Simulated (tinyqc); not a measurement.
Resonant-tunnelling diode, transfer matrices and Tsu-Esaki current: two steps of the calculation.

Emitter (band edge 0), barrier d1, well Lw, barrier d2, collector (edge -V). The bias drops linearly over these layers and none in the contacts; each layer is cut into ns equal slices, flat at the value of their centres. E is the energy of motion across the layers, C = hbar^2/(2 m0), psi and psi'/m are continuous. Transport is coherent, T(E) is taken as independent of the transverse momentum, and charge in the well is ignored.

Values chosen for this exercise; masses and offsets of a made-up heterostructure: mass in the well, spacer and contacts mw = 0.057 m0; slices in each layer ns = 1; bias of the collector V = 0.14 V; trial energy E = 0.02383 eV.

Constants: q = 1.602176634e-19 C, hbar = 1.054571817e-34 J s, m0 = 9.1093837015e-31 kg, hbar^2/(2 m0) = 0.0380998212 eV nm^2. Results are converted to the units shown.

Question 1. Running product of the slice matrices at the trial energy. For the pair (psi, psi'/m) a flat layer has M = [[cos kd, (m/k) sin kd], [-(k/m) sin kd, cos kd]] with k = sqrt(m (E - U)/C) above its edge U, and M = [[cosh Kd, (m/K) sinh Kd], [(K/m) sinh Kd, cosh Kd]] with K = sqrt(m (U - E)/C) below it. Later slices stand to the left. With M acting on (psi, psi'/m) and v = k/m in each lead, T(E) = 4 vL vR/[(vL vR M12 - M21)^2 + (vR M11 + vL M22)^2]. vL = sqrt(mw E/C)/mw, vR = sqrt(mw (E + V)/C)/mw.

| slice | U (eV) | m (m0) | width (nm) |
|---|---|---|---|
| 0 | 0.27965812 | 0.057 | 3.4 |
| 1 | -0.07000000 | 0.057 | 4.9 |
| 2 | 0.18034188 | 0.057 | 3.4 |

Wanted: Product after each layer; T(E).

Answer 1.

Product after each layer:

|  | M11 | M12 (nm) | M21 (1/nm) | M22 |
|---|---|---|---|---|
| barrier d1 | 4.1582 | 0.37187 | 43.807 | 4.1582 |
| well | 5.3423 | 0.51308 | -37.854 | -3.4483 |
| barrier d2 | 3.2345 | 0.36565 | 11.403 | 1.5982 |

T(E) = 0.10317

Question 2. Breit-Wigner parameters from a parabola through 1/T(E). Near a resonance 1/T(E) = (1/Tp) [1 + (2 (E - Er)/G)^2]. With y = 1/T(E) at E0 - h, E0, E0 + h: a = (y1 + y3 - 2 y2)/(2 h^2), b = (y3 - y1)/(2 h), Er = E0 - b/(2 a), 1/Tp = y2 - b^2/(4 a), G = 2 sqrt(1/(Tp a)), tau = hbar/G.

three energies (eV): [0.026889, 0.028689, 0.030489]
T(E) at these energies: [0.32447847, 0.56599882, 0.52853893]

Give: Er; Tp; G; tau.

Answer 2.

Er = 0.02943 eV
Tp = 0.6083
G = 5.439 meV
tau = 121.0 fs

The true maximum of T(E) lies at 0.029398 eV with height 0.6017 and full width 5.758 meV; the fitted G is 5.5 % below that width.

Numbers from tinyqc (`OMP_NUM_THREADS=1 python tinyqc.py 2600013 2600014 out.jsonl`; about 0.03 s on one thread of a shared Intel Xeon 2.30GHz).
